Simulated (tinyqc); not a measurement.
Pressure-driven transition between two phases with analytic equations of state: one step, computed by the program tinyqc.

Each phase obeys E = E0 + (B0 V/B') [(V0/V)^B'/(B' - 1) + 1] - B0 V0/(B' - 1), P = (B0/B') [(V0/V)^B' - 1]; E0 = 0 for phase 1 and Delta E0 for phase 2. H = E + P V.

Problem. One Newton step. At the estimate, solve P(V) = P for each phase, form H, and step P(new) = P - (H_2 - H_1)/(V_2 - V_1), since dH/dP = V.

Inputs (values chosen for the exercise, for two model phases):
```
quantity,value,unit
volume V0 of phase 1,12.8,angstrom^3/atom
B0 of phase 1,97.3,GPa
B' of phase 1,4.95,-
volume V0 of phase 2,10.3,angstrom^3/atom
B0 of phase 2,135,GPa
B' of phase 2,4.17,-
"energy of phase 2 above phase 1, Delta E0",0.15,eV/atom
```

Equation of state: Murnaghan.

rigid estimate = 9.613060 GPa

Constants: 1 eV/angstrom^3 = 160.2176634 GPa.

Give: V_1; H_1; V_2; H_2; next pressure.

Solution.

V_1 = 11.81 angstrom^3

H_1 = 0.7360 eV

V_2 = 9.677 angstrom^3

H_2 = 0.7483 eV

next pressure = 10.54 GPa
